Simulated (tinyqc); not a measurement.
One anharmonic mode: perturbation theory, self-consistent phonons and exact levels. From exact <x^2> back to quartic constant b. Computed by tinyqc, a small Python program. Command: `OMP_NUM_THREADS=1 python tinyqc.py 3025880 3025881 out.jsonl scp inv`. One thread of a shared host (Intel(R) Xeon(R) Processor @ 2.30GHz), about 0.08 s of CPU time with the checks.

V(x) = k x^2/2 + b x^4 for one coordinate x of mass M. A constant K > 0 gives hbar Omega = sqrt((hbar^2/u) K/M) with K in eV/angstrom^2 and M in u.

Inputs (values chosen for the exercise, for a model mode): mode mass M = 18.3 u; harmonic constant k = 0.29 eV/angstrom^2; temperature T = 74 K.

Shape: single well.

Constants: hbar^2/u = 4.18015928e-03 eV angstrom^2; k_B = 8.617333262e-05 eV/K.

Method. Basis: oscillator states n of the constant |k|, with x = s (a + a+), s^2 = hbar Omega/(2|k|); H = hbar Omega (n + 1/2) + (k - |k|) x^2/2 + b x^4, with exact matrix elements of x^2 and x^4. Exact values use 120 basis states: F = -k_B T ln sum exp(-E_n/(k_B T)), and <x^2> is the Boltzmann mean.

Question. A run gave the result below. Find the quartic constant b, known to lie between 0.56 and 1.1 eV/angstrom^4.

exact <x^2> = 0.01687605 angstrom^2

Answer.

Each step takes the trial c = (a f_b - b f_a)/(f_b - f_a), f being the result less the target and a, b, c the logarithms of the listed values; c replaces end b, the old b replaces a if the sign of f changed, and otherwise f_a is halved.

Scan of the range:
```
quartic constant b (eV/angstrom^4),exact <x^2> (angstrom^2)
0.560,0.0186733
0.627,0.0182750
0.701,0.0178721
0.785,0.0174547
0.878,0.0170343
0.983,0.0166039
1.100,0.0161705
```

False position (Illinois rule, in the logarithm of the input) inside the bracket:
```
step,end a,end b,trial,exact <x^2> (angstrom^2)
1,0.878000,0.983000,0.915241,0.0168767
2,0.983000,0.915241,0.915399,0.0168761
3,0.983000,0.915399,0.915401,0.0168760
4,0.915399,0.915401,0.915400,0.0168761
```

Exact <x^2> falls at every point of a 13-point scan of the range (every second point is shown), so one value fits; it is bracketed by 0.878 and 0.983. Answer: quartic constant b = 0.9154 eV/angstrom^4.
